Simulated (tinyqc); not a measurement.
Inside a calculation. Model: Cabrera-Mott growth of a thin oxide under its own electric field. Computed by tinyqc, a small Python program that keeps every step. Command: `OMP_NUM_THREADS=1 python tinyqc.py 3008495 3008496 out.jsonl cabrera walk`. One thread of a shared host (Intel(R) Xeon(R) Processor @ 2.30GHz), about 0.01 s of CPU time with the checks. Intermediate numbers are printed to about 7 digits and carried at full precision; extremes and crossings named in words are read from the listed rows.

Electrons cross the film freely and set a fixed potential V across it; the field V/x lowers the barrier for ions entering the oxide.

Inputs (values chosen for the exercise, for a model metal):
```
quantity                    value        unit
barrier W                    1.75          eV
Mott potential V             0.56           V
ion charge number z             3           -
half jump distance b          1.9    angstrom
prefactor u0 = N Omega nu   3e+13  angstrom/s
temperature T                 550           K
starting thickness x0         4.9    angstrom
time t                     800000           s
```

Backward hops: ignored.

Constants: k_B = 8.617333262e-05 eV/K.

## Scales

u = u0 exp(-W/(k_B T)), X1 = z b V/(k_B T) with V in volts and k_B T in eV; dx/dt = u exp(X1/x).

u = 0.002763525 angstrom/s

X1 = 67.34840 angstrom

## Field and rate at the start

Field E = V/x; the barrier is lowered by z b V/x.

field = 11.42857 MV/cm

barrier lowering = 0.6514286 eV

rate = 2574.277 angstrom/s

## Thickness after time t

t(x) = int_(x0)^x dx / (dx/dt) by Gauss-Legendre quadrature (80 points on each side of (x0 + 2 x)/3), solved for x.

thickness x = 2483.156 angstrom

rate at time t = 0.002839503 angstrom/s

field at time t = 0.02255195 MV/cm

X1/x = 0.0271: the field is now weak. Caution: the starting field or rate is formal: the first layers form as fast as oxygen arrives. Caution: electrons tunnel only through a few nanometres, so beyond about 10 nm a fixed Mott potential is doubtful. Caution: X1/x is small, so backward hops, left out here, would cut the rate.

## Limiting thickness

Growth counts as stopped when u exp(X1/x) falls to 1e-5 angstrom/s: x_L = X1/ln(1e-5/u), defined while u is below that rate; the critical temperature is T_c = W/(k_B ln(u0/1e-5)).

Limiting thickness x_L: none: u exceeds the rate

critical temperature T_c = 477.3261 K

T is above T_c, so u exp(X1/x) never falls to that level.

## Growth over eight decades

Closed form for thin films (leading term of the integral): x solves (x^2/(u X1)) exp(-X1/x) = t.

Thickness:
```
t (s)     x (angstrom)  1/x (1/angstrom)  closed form (angstrom)
1.00e+00  1.086553e+01      9.203414e-02            1.053757e+01
1.00e+01  1.505646e+01      6.641667e-02            1.432214e+01
1.00e+02  2.316687e+01      4.316509e-02            2.116977e+01
1.00e+03  4.247568e+01      2.354288e-02            3.535885e+01
1.00e+04  1.060079e+02      9.433261e-03            6.986078e+01
1.00e+05  4.356362e+02      2.295493e-03            1.669203e+02
1.00e+06  3.049530e+03      3.279194e-04            4.638961e+02
1.00e+07  2.807009e+04      3.562511e-05            1.397526e+03
1.00e+08  2.769432e+05      3.610848e-06            4.347695e+03
```

Per decade of time the film gains 4.2 angstrom at first and 250000 at the end. The inverse-logarithmic law predicts -X1 d(1/x)/d ln t near 1; the rows give 0.75 at first and 0.00 at the end. The closed form misses by at most a factor 64, as it needs x well below X1 and above x0. In the last rows x grows as t^0.99, approaching the linear law x = u t, an artefact of dropping backward hops. Caution: rows beyond about 10 nm exceed the range where electrons tunnel freely and hold a fixed Mott potential.

Checks made by the program: quadrature against adaptive integration (relative difference below 1e-10).
